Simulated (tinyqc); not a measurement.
Permittivity of the insulator from five potentials.

Problem. A node lies on a semiconductor-insulator interface. Steps: hs = tb/2 down into the semiconductor, ho = tox/2 up into the insulator, hy = L/6 sideways. The flux balance of its box reads eox (hy/ho)(above - node) + eps_r (hy/hs)(below - node) + [(eps_r hs + eox ho)/(2 hy)](left + right - 2 node) - q Na (hs/2) hy/eps0 = 0. Find eox.

Inputs (values chosen for the exercise); semiconductor permittivity close to that of In0.53Ga0.47As: relative permittivity of the semiconductor eps_r = 13.9; body thickness tb = 4 nm; insulator thickness tox = 3.4 nm; channel length L = 17 nm; acceptor density of the depleted body Na = 2.4e18 cm^-3.

Constants: q = 1.602176634e-19 C, eps0 = 8.8541878128e-14 F/cm where lengths are in cm. Results are converted to the units shown.

psi (V): node 0.092706184, above 0.052813835, below 0.13671253, left 0.12019593, right 0.12772429

Solution. The balance is linear in eox.

eox = 22.0

Computed by the program tinyqc: `OMP_NUM_THREADS=1 python tinyqc.py 2480172 2480173 out.jsonl`, one thread of a shared Intel Xeon 2.30GHz, about 0.1 s for the whole run.
